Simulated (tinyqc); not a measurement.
Interfaces: Cahn-Hilliard equation on a periodic one-dimensional grid. Computed by tinyqc, a small Python program. Command: `OMP_NUM_THREADS=1 python tinyqc.py 3023097 3023098 out.jsonl cahn walk`. One thread of a shared host (Intel(R) Xeon(R) Processor @ 2.30GHz), about 0.03 s of CPU time with the checks.

Free energy F = h sum_j [A (c_j^2 - 1)^2/4 + (kappa/2) ((c_(j+1) - c_j)/h)^2]; dc/dt = Lap(mu), mu = A (c^3 - c) - kappa Lap(c), Lap(y)_j = (y_(j+1) - 2 y_j + y_(j-1))/h^2, mobility 1; the grid has n = 12 points.

Inputs (values chosen for the exercise, in reduced units):

| quantity | value | unit |
|---|---|---|
| spacing h | 1.4 | - |
| well depth A | 1.2 | - |
| gradient coefficient kappa | 0.94 | - |
| mean composition c0 | -0.21 | - |
| noise amplitude | 0.02 | - |
| time step dt | 0.13 | - |
| end time | 60 | - |

Scheme: semi-implicit Fourier.

Method:
- Start: c_j = c0 + amplitude x (z_j - mean of z).
- With Fourier components y_m = sum_j y_j exp(-2 pi i j m/n): c_m(new) = [c_m - dt lambda_m N_m]/(1 + dt kappa lambda_m^2), N = A (c^3 - c), lambda_m = (4/h^2) sin^2(pi m/n).
- Run to the end time; break off if |c| exceeds 3 or F has risen by more than 1e-9 in more than 30 steps. Domains = stretches with c > c0.
- Continuum wall between c = -1 and +1: c = tanh(x/w), w = sqrt(2 kappa/A), energy s = (2/3) sqrt(2 kappa A). With two walls per domain, the estimate of F at the end is 2 x domains x s. Volume fraction of the +1 phase by the lever rule: (1 + c0)/2.

random numbers: -0.462  0.998  -0.778  0.282  -0.181  0.459  -0.657  0.629  0.794  -0.169  0.539  -0.106

Course:

| step | t | F | min c | max c | domains |
|---|---|---|---|---|---|
| 0 | 0.00 | 4.60578 | -0.227807 | -0.192287 | 5 |
| 9 | 1.17 | 4.60522 | -0.219280 | -0.196426 | 2 |
| 23 | 2.99 | 4.60504 | -0.218207 | -0.192995 | 2 |
| 46 | 5.98 | 4.60442 | -0.226871 | -0.180461 | 2 |
| 69 | 8.97 | 4.60165 | -0.246490 | -0.154213 | 2 |
| 92 | 11.96 | 4.58836 | -0.289502 | -0.097185 | 2 |
| 139 | 18.07 | 4.26062 | -0.550766 | 0.298571 | 2 |
| 185 | 24.05 | 3.68888 | -0.881681 | 0.689260 | 2 |
| 254 | 33.02 | 3.61596 | -0.921952 | 0.758890 | 2 |
| 323 | 41.99 | 3.53429 | -0.908501 | 0.804147 | 2 |
| 393 | 51.09 | 3.48414 | -0.914017 | 0.846384 | 2 |
| 462 | 60.06 | 3.42776 | -0.900617 | 0.881188 | 2 |

F at the end = 3.42776

wall half width w = 1.2517

wall energy s = 1.0013

estimate of F = 4.0053

volume fraction = 0.395

w/h = 0.89405

The run ends at F = 3.4278, 0.86 of the estimate: walls this close overlap, or the grid resolves them poorly. Caution: the half width of the wall is below the grid spacing, so the wall is barely resolved and feels the grid.
